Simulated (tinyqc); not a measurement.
Inside a calculation. Method: Pariser-Parr-Pople SCF with singles CI, for the molecule C=CC=CC(=O)C=O (SMILES; centres numbered as the heavy atoms are written). One step of it, computed by the program tinyqc.

Problem. PPP integrals. Mataga-Nishimoto: gamma = 14.399645/(R + a), a = 2 x 14.399645/(gamma_rr + gamma_ss); H_rr = -W_r - sum_(s != r) z_s gamma_rs; H_rs = beta for bonds.

Centres (angstrom, eV; a flat drawing with bonds scaled to 1.40 angstrom):
```
centre          x          y  core charge z          W   gamma_rr
1C       3.781000   0.262000              1  11.160000  11.130000
2C       2.602000  -0.493000              1  11.160000  11.130000
3C       1.359000   0.150000              1  11.160000  11.130000
4C       0.180000  -0.605000              1  11.160000  11.130000
5C      -1.064000   0.039000              1  11.160000  11.130000
6O      -1.128000   1.437000              1  17.700000  15.200000
7C      -2.243000  -0.716000              1  11.160000  11.130000
8O      -3.486000  -0.073000              1  17.700000  15.200000
```

Resonance integrals (eV):
```
i  j       beta
1  2  -2.390000
2  3  -2.390000
3  4  -2.390000
4  5  -2.390000
5  6  -2.510000
5  7  -2.390000
7  8  -2.510000
```

Give: repulsion gamma_rs; core matrix H.

Solution.

repulsion gamma_rs (eV), lower triangle:
```
         1C       2C       3C       4C       5C       6O       7C       8O
1C  11.1300
2C   5.3455  11.1300
3C   3.8726   5.3466  11.1300
4C   2.8813   3.8726   5.3455  11.1300
5C   2.3437   2.8810   3.8716   5.3439  11.1300
6O   2.3447   2.7202   3.6979   4.0922   5.7755  15.2000
7C   1.9468   2.3437   2.8808   3.8716   5.3455   4.0927  11.1300
8O   1.7207   2.0010   2.4226   3.0011   4.0927   3.8426   5.7755  15.2000
```

core matrix H (eV), lower triangle:
```
          1C        2C        3C        4C        5C        6O        7C        8O
1C  -31.6152
2C   -2.3900  -35.6706
3C    0.0000   -2.3900  -38.5976
4C    0.0000    0.0000   -2.3900  -39.5682
5C    0.0000    0.0000    0.0000   -2.3900  -40.8139
6O    0.0000    0.0000    0.0000    0.0000   -2.5100  -44.2657
7C    0.0000    0.0000    0.0000    0.0000   -2.3900    0.0000  -37.4166
8O    0.0000    0.0000    0.0000    0.0000    0.0000    0.0000   -2.5100  -40.5561
```
